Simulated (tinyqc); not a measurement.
Inverse iteration on a symmetric matrix, step by step. Computed by tinyqc, a small Python program that keeps every step. Settings: method = inverse, shift = 1.22. Command: `OMP_NUM_THREADS=1 python tinyqc.py 23371 23372 out.jsonl` (the two numbers bound the seeds that draw the settings). One thread of a shared host (Intel(R) Xeon(R) Processor @ 2.60GHz), about 0.01 s of CPU time with the checks.

## Step 1

A, lower triangle:
```
         1        2       3
1   0.0540
2   0.0830   0.1340
3  -0.0370  -0.1330  0.7700
```

vector v at the start: 0.5774  0.5774  0.5774

shift = 1.2200

solve (A - shift) w = v; v' = w/|w| with its largest component positive (the first on a tie); lambda = v'^T A v'.

vector after step 1: 0.3795  0.3347  0.8625

Rayleigh quotient after step 1 = 0.5157

## Step 2

As before.

vector after step 2: 0.1449  0.0534  0.9880

Rayleigh quotient after step 2 = 0.7298

## Step 3

As before.

vector after step 3: 0.0161  -0.0990  0.9950

Rayleigh quotient after step 3 = 0.7883

## Course of the iteration

Stop when the residual |A v - lambda v| is below 1e-9.

Steps:

| step | lambda | residual |
|---|---|---|
| 1 | 0.515686 | 3.20e-01 |
| 2 | 0.729799 | 2.01e-01 |
| 3 | 0.788323 | 8.75e-02 |
| 4 | 0.798523 | 3.51e-02 |
| 5 | 0.800141 | 1.39e-02 |
| 6 | 0.800394 | 5.48e-03 |
| 7 | 0.800433 | 2.16e-03 |
| 8 | 0.800439 | 8.55e-04 |
| 9 | 0.800440 | 3.38e-04 |
| 10 | 0.800440 | 1.33e-04 |
| 11 | 0.800440 | 5.27e-05 |
| 12 | 0.800440 | 2.08e-05 |
| 13 | 0.800440 | 8.22e-06 |
| 14 | 0.800440 | 3.25e-06 |
| 15 | 0.800440 | 1.28e-06 |
| 16 | 0.800440 | 5.07e-07 |
| 17 | 0.800440 | 2.00e-07 |
| 18 | 0.800440 | 7.90e-08 |
| 19 | 0.800440 | 3.12e-08 |
| 20 | 0.800440 | 1.23e-08 |
| 21 | 0.800440 | 4.87e-09 |
| 22 | 0.800440 | 1.93e-09 |
| 23 | 0.800440 | 7.61e-10 |

all eigenvalues, for comparison: -0.0004  0.1580  0.8004

Converged in 23 steps.
